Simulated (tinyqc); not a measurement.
# From active density A back to total dopant density N

Model: dopants and charged point defects at anneal temperature: Fermi-level effect, clustering and pairing. Computed by tinyqc, a small Python program. Command: `OMP_NUM_THREADS=1 python tinyqc.py 3024717 3024718 out.jsonl pairing inv`. One thread of a shared host (Intel(R) Xeon(R) Processor @ 2.30GHz), about 0.05 s of CPU time with the checks.

Boltzmann statistics and full ionisation of active dopants. Energies are counted from the valence band; the defect (a vacancy or self-interstitial) has five charge states, with all degeneracy factors one.

Inputs (values chosen for the exercise, with bands modelled on germanium):
```
quantity                       value   unit
gap at 0 K E_g0                0.752     eV
Varshni alpha               0.000474   eV/K
Varshni beta                     231      K
electron mass m_e              0.215    m_0
valleys M_c                        4      -
hole mass m_h                  0.343    m_0
anneal temperature T             740      K
site density N_s             3.5e+22  cm^-3
dopant atoms per cluster k         4      -
cluster binding energy E_b      1.87     eV
```

Dopant: donor. Second part: clustering of the dopant.

Constants: m_0 = 9.1093837015e-31 kg; k_B = 1.380649e-23 J/K; h = 6.62607015e-34 J s; k_B = 8.617333262e-05 eV/K.

Method:
- E_g = E_g0 - alpha T^2/(T + beta).
- N_c = 2 M_c (2 pi m_e k_B T/h^2)^(3/2) and N_v = 2 (2 pi m_h k_B T/h^2)^(3/2), masses in units of m_0.
- n_i = sqrt(N_c N_v) exp(-E_g/2 k_B T); E_i = E_g/2 + (k_B T/2) ln(N_v/N_c).
- n = A/2 + sqrt(A^2/4 + n_i^2) for an active density A.
- k ionised dopants and k carriers form one neutral cluster: C = N_s (A/N_s)^k (n/N_b)^k exp(E_b/k_B T), N_b the effective density of states of the majority band, and N = A + k C (60 bisections in ln A between ln N - 90 and ln N).

Task: A run gave the result below. Find the total dopant density N, known to lie between 5.5e+19 and 1.4e+20 cm^-3.

active density A = 1.140283e+19 cm^-3

Result:

Each step takes the trial c = (a f_b - b f_a)/(f_b - f_a), f being the result less the target and a, b, c the logarithms of the listed values; c replaces end b, the old b replaces a if the sign of f changed, and otherwise f_a is halved.

Scan of the range:
```
total dopant density N (cm^-3)  active density A (cm^-3)
5.50e+19                                     1.08629e+19
6.43e+19                                     1.11198e+19
7.51e+19                                     1.13748e+19
8.77e+19                                     1.16301e+19
1.03e+20                                     1.18960e+19
1.20e+20                                     1.21503e+19
1.40e+20                                     1.24089e+19
```

False position (Illinois rule, in the logarithm of the input) inside the bracket:
```
step        end a        end b        trial  active density A (cm^-3)
1     7.51000e+19  8.77000e+19  7.63883e+19               1.14028e+19
2     8.77000e+19  7.63883e+19  7.63900e+19               1.14028e+19
3     8.77000e+19  7.63900e+19  7.63900e+19               1.14028e+19
4     7.63900e+19  7.63900e+19  7.63900e+19               1.14028e+19
```

Active density A rises at every point of a 13-point scan of the range (every second point is shown), so one value fits; it is bracketed by 7.51e19 and 8.77e19. Answer: total dopant density N = 7.639e19 cm^-3.
